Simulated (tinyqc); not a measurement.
CCSD on RHF in the sto-6g basis, for H4, spin multiplicity 1, step by step. One step of it, computed by the program tinyqc.

Problem. Iteration 9 (converged): orbitals. Diagonalise F' = X^T F X, C = X C', fill 2 alpha and 2 beta electrons from the bottom; D = 2 C_occ C_occ^T. Each column has its largest component positive (the first on a tie).

converged F (hartree):
```
           1H 1s      2H 1s      3H 1s      4H 1s
1H 1s  -0.308135  -0.543920  -0.163236  -0.020959
2H 1s  -0.543920  -0.386111  -0.367587  -0.163236
3H 1s  -0.163236  -0.367587  -0.386111  -0.543920
4H 1s  -0.020959  -0.163236  -0.543920  -0.308135
```

X:
```
           1H 1s      2H 1s      3H 1s      4H 1s
1H 1s   1.177660  -0.404771   0.068712  -0.016665
2H 1s  -0.404771   1.297990  -0.334976   0.068712
3H 1s   0.068712  -0.334976   1.297990  -0.404771
4H 1s  -0.016665   0.068712  -0.404771   1.177660
```

Give: F' = X^T F X; orbital energies; coefficients C; D after iteration 9.

Solution.

F' = X^T F X (hartree):
```
         1        2        3        4
1   0.0199  -0.5746   0.0764   0.0032
2  -0.5746   0.0982  -0.3767   0.0764
3   0.0764  -0.3767   0.0982  -0.5746
4   0.0032   0.0764  -0.5746   0.0199
```

orbital energies (hartree): MO1 -0.6482, MO2 -0.4444, MO3 0.3928, MO4 0.9360

coefficients C:
```
          MO1      MO2      MO3      MO4
1H 1s  0.2984   0.4957   0.8008  -0.7613
2H 1s  0.4052   0.3942  -0.5966   1.1358
3H 1s  0.4052  -0.3942  -0.5966  -1.1358
4H 1s  0.2984  -0.4957   0.8008   0.7613
```

D after iteration 9:
```
         1H 1s    2H 1s    3H 1s    4H 1s
1H 1s   0.6695   0.6326  -0.1489  -0.3132
2H 1s   0.6326   0.6391   0.0176  -0.1489
3H 1s  -0.1489   0.0176   0.6391   0.6326
4H 1s  -0.3132  -0.1489   0.6326   0.6695
```
